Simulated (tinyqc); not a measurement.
Inside a calculation. Model: two-diode model of a solar cell.

tinyqc, about 0.01 s, one thread, Intel Xeon 2.30GHz (shared host): `OMP_NUM_THREADS=1 python tinyqc.py 2280108 2280109 out.jsonl` Printed values are rounded.

J is the current delivered and Vj = V + J Rs the junction voltage. J = X JL - J01 (exp(Vj/(n1 Vt)) - 1) - J02 (exp(Vj/(2 Vt)) - 1) - Vj/Rp. The photocurrent does not depend on voltage.

Parameters, values chosen for the exercise; values of the order met in cells of germanium: temperature T = 298.15 K; photocurrent at one sun JL = 51.7 mA/cm^2; concentration X = 1 suns; saturation current of the first diode J01 = 6.1e-6 A/cm^2; ideality factor of the first diode n1 = 1; series resistance Rs = 0.25 ohm cm^2; shunt resistance Rp = 7000 ohm cm^2; incident power at one sun Pin = 100 mW/cm^2; saturation current of the second diode (ideality 2) J02 = 2.3e-6 A/cm^2.

Constants: q = 1.602176634e-19 C, kB = 1.380649e-23 J/K, Vt = kB T/q. Results are converted to the units shown.

## Starting value

Vj = 0.21 V.

Vj at the start = 0.21 V

## Iteration 1: new Vj

Maximum power: dP/dVj = f = J (1 + 2 Rs G) - G Vj = 0. G = -dJ/dVj = J01 exp(Vj/(n1 Vt))/(n1 Vt) + J02 exp(Vj/(2 Vt))/(2 Vt) + 1/Rp. H = dG/dVj; f' = -2 G - 2 Rs G^2 + (2 Rs J - Vj) H; Vj(new) = Vj - f/f'.

J = 29.91104 mA/cm^2
G = 0.8447012 S/cm^2
H = 32.81981 S/(cm^2 V)
f = -134.8433 mA/cm^2
f' = -8.447486 S/cm^2
Vj after iteration 1 = 0.1940375 V

## Iteration 2: new Vj

As before.

J = 39.95933 mA/cm^2
G = 0.4544045 S/cm^2
H = 17.64263 S/(cm^2 V)
f = -39.13331 mA/cm^2
f' = -4.082889 S/cm^2
Vj after iteration 2 = 0.1844528 V

## Iteration 3: new Vj

As before.

J = 43.59622 mA/cm^2
G = 0.3132361 S/cm^2
H = 12.15459 S/(cm^2 V)
f = -7.353087 mA/cm^2
f' = -2.652531 S/cm^2
Vj after iteration 3 = 0.1816807 V

## Course of the iteration

Stop when the step is below 1e-10 V, or after 60 iterations.

Course of the iteration:
```
iteration  Vj before the step (V)   step (V)
1                            0.21    -0.0160
2                       0.1940375   -9.58e-3
3                       0.1844528   -2.77e-3
4                       0.1816807   -1.87e-4
5                       0.1814933   -7.91e-7
6                       0.1814926  -1.40e-11
```

Converged in 6 iterations.

## Figures of merit

Jsc at V = 0, Voc at J = 0, the maximum power point where J (1 + 2 Rs G) = G Vj with G = -dJ/dVj; FF = Vmp Jmp/(Voc Jsc); efficiency Vmp Jmp/(X Pin). Empirical fill factor without parasitics FF0 = (v - ln(v + 0.72))/(v + 1), v = Voc/(n1 Vt).

Jsc = 51.69351 mA/cm^2
Voc = 0.2322699 V
Vmp = 0.1703745 V
Jmp = 44.47220 mA/cm^2
FF = 0.6310508
efficiency = 7.576928 %
FF0 = 0.6734846

FF is 6.3 % below FF0. Removing one loss at a time changes the efficiency by: series resistance +0.50, second diode +0.01, shunt +0.00 points.
